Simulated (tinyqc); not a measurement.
Length of a polyene: Hueckel, PPP and singles CI along the polyenes. Computed by the program tinyqc. 

All-trans chains of carbon centres 1.40 angstrom apart:
```
parameter,value
"beta (eV), times 1 +/- alternation",-2.660000
alternation,0.050000
W (eV),11.160000
gamma_rr (eV),10.650000
repulsion formula,Ohno
```

Hueckel uses the same beta without repulsion; CIS keeps all single excitations and so misses the low, doubly excited 2Ag state. W is the valence ionisation energy of a centre, MN the Mataga-Nishimoto formula, f the oscillator strength.

Gaps and excitations (eV):
```
centres,Hueckel gap,PPP orbital gap,bright singlet (CIS),f,lowest triplet (CIS)
2,5.5860,12.9845,7.2117,0.6183,3.9603
4,3.6040,10.1693,5.5685,1.1603,2.7477
6,2.7007,8.7442,4.6241,1.6354,2.1688
8,2.1897,7.8922,4.0202,2.0614,1.8531
10,1.8624,7.3328,3.6049,2.4469,1.6628
```

The Hueckel gap tends to 4 x alternation x |beta| = 0.53 eV for long chains. Exchange opens the PPP orbital gap, and the attraction of electron and hole brings the bright state 3.73 eV below it at 10 centres; the triplet lies 1.94 eV lower still.
